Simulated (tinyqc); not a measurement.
Changing the channel doping C_B: two-dimensional dopant profile at a mask edge: lateral junction, overlap and effective channel length. Computed by tinyqc, a small Python program. Command: `OMP_NUM_THREADS=1 python tinyqc.py 3018071 3018072 out.jsonl lateral sweep`. One thread of a shared host (Intel(R) Xeon(R) Processor @ 2.30GHz), about 0.01 s of CPU time with the checks.

Ions enter for y < 0; the mask (spacer, then gate) covers y > 0. x is the depth. The surface reflects dopant during the anneal.

Inputs (values chosen for the exercise, modelled on a source-drain extension in silicon):
```
quantity               value    unit
dose Q               2.7e+14  1/cm^2
projected range R_p       44      nm
vertical straggle         16      nm
lateral straggle         9.6      nm
anneal budget D t      2e-12    cm^2
gate length L_g          420      nm
offset spacer            2.4      nm
oxide thickness            3      nm
```

Constants: eps_0 = 8.8541878128e-12 F/m.

Method:
- Widths s_x^2 = (vertical straggle)^2 + 2 D t, s_y^2 = (lateral straggle)^2 + 2 D t. C(x, y) = V(x) (1/2) erfc(y/(sqrt2 s_y)), V(x) = Q/(sqrt(2 pi) s_x) [exp(-(x - R_p)^2/(2 s_x^2)) + exp(-(x + R_p)^2/(2 s_x^2))]; 1 nm = 1e-7 cm.
- The vertical junction far from the mask solves V(x) = C_B.
- The lateral junction at depth x solves C = C_B: y_j(x) = sqrt2 s_y erfc^-1(2 C_B/V(x)). Overlap under the gate = y_j(0) - spacer; metallurgical channel L_met = L_g - 2 overlap (tails from the two sides are not added).
- Abruptness at y_j(0) in nm per decade = ln(10) s_y sqrt(pi/2) exp(u^2) erfc(u), u = y_j/(sqrt2 s_y). Overlap capacitance per width = 3.9 eps_0 overlap/t_ox (zero if there is no overlap).

One run for each value; columns: (1) channel doping C_B (1/cm^3); (2) lateral junction y_j(0) (nm); (3) vertical junction x_j (nm); (4) metallurgical channel L_met (nm); (5) lateral abruptness (nm/decade):
```
(1)          (2)     (3)     (4)     (5)
3.00e+16  65.570  141.50  293.66  15.757
6.80e+16  59.753  135.83  305.29  17.029
1.50e+17  53.646  129.99  317.51  18.587
3.40e+17  46.681  123.50  331.44  20.716
7.70e+17  38.828  116.45  347.14  23.716
1.70e+18  29.964  108.88  364.87  28.181
3.90e+18  18.450   99.86  387.90  36.696
```

What does the table show, and why?

Over the rows, lateral junction y_j(0) (nm) falls from 65.6 to 18.5 (exponent d ln y / d ln x -0.11 between the first rows and -0.58 between the last); vertical junction x_j (nm) falls from 141 to 99.9 (exponent d ln y / d ln x -0.050 between the first rows and -0.10 between the last); metallurgical channel L_met (nm) rises from 294 to 388 (exponent d ln y / d ln x 0.047 between the first rows and 0.074 between the last). A heavier channel (or halo) pushes both junctions back along the tails, where the profile is less steep on a logarithmic scale. Left out: 8.90e18, 2.00e19 (the surface is not inverted by the implant).

Caution (all rows): the profile peaks below the surface, where the junction reaches further under the gate than y_j(0); the overlap given is the one at the surface.

Extremes, crossings and ranges named in words are read from the listed rows.
